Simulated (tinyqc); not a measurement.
## Elastic trap-assisted tunnelling through a dielectric: current against voltage

Emitter at x = 0 (Fermi level 0), collector at x = t (Fermi level -V), band edge U(x) = phi - F x, F = V/t. A trap at x has the energy E = U(x) - Et. With G(u) = (4/(3 F)) sqrt(mo/C) max(u, 0)^1.5, C = hbar^2/(2 m0): S1 = G(phi - E) - G(Et), S2 = G(Et) - G(phi - V - E), T1,2 = exp(-S1,2). The steady rate through one trap is nu T1 T2 (f1 - f2)/(T1 + T2), f1 = f(E), f2 = f(E + V), f(y) = 1/(1 + exp(y/Vt)); both contacts offer states at E.

J = q Nt times the integral of the rate over x. Direct S = (4/(3 F)) sqrt(mo/C) [phi^1.5 - max(phi - V, 0)^1.5].

Parameters, values chosen for the exercise; dielectric values close to those of hafnium oxide: temperature T = 300 K; barrier above the emitter Fermi level phi = 1.47 eV; tunnelling mass mo = 0.2 m0; thickness t = 7.9 nm; trap depth below the band edge of the dielectric Et = 1.08 eV; trap density Nt = 4.7e17 cm^-3; attempt frequency nu = 1e14 1/s.

Constants: q = 1.602176634e-19 C, kB = 1.380649e-23 J/K, hbar = 1.054571817e-34 J s, m0 = 9.1093837015e-31 kg, Vt = kB T/q, hbar^2/(2 m0) = 0.0380998212 eV nm^2. Results are converted to the units shown.

Results:

| V (V) | J (A/cm^2) | x of the peak over t | larger S there | direct S |
|---|---|---|---|---|
| 0.3 | 1.46e-7 | 0.489 | 19.0 | 41.6 |
| 0.59 | 3.17e-5 | 0.479 | 19.1 | 39.1 |
| 0.89 | 0.00153 | 0.450 | 18.4 | 36.4 |
| 1.18 | 0.00547 | 0.416 | 18.0 | 33.3 |
| 1.47 | 0.0175 | 0.383 | 17.3 | 29.3 |
| 1.77 | 0.185 | 0.280 | 15.3 | 24.3 |
| 2.06 | 1.37 | 0.238 | 13.1 | 20.9 |
| 2.35 | 6.09 | 0.206 | 11.5 | 18.3 |
| 2.94 | 49.3 | 0.163 | 9.21 | 14.6 |

Estimate the missing row, V = 2.65 V.

Computed row:

| V (V) | J (A/cm^2) | x of the peak over t | larger S there | direct S |
|---|---|---|---|---|
| 2.65 | 19.9 | 0.182 | 10.2 | 16.2 |

With this row back in the table: J rises from 1.46e-7 to 49.3 A/cm^2, by 8.05 decades a volt between the first two rows and 1.36 between the last two. The position of the peak falls from 0.489 to 0.163 of t; only traps beyond x/t = (phi - Et)/V lie below the emitter Fermi level, with phi - Et = 0.390 eV.

Range of the model: Phonon-assisted (inelastic) capture, chains of traps and a spread of trap depths are left out.

Computed by the program tinyqc: `OMP_NUM_THREADS=1 python tinyqc.py 2370110 2370111 out.jsonl`, one thread of a shared Intel Xeon 2.30GHz, about 0.04 s for the whole run.
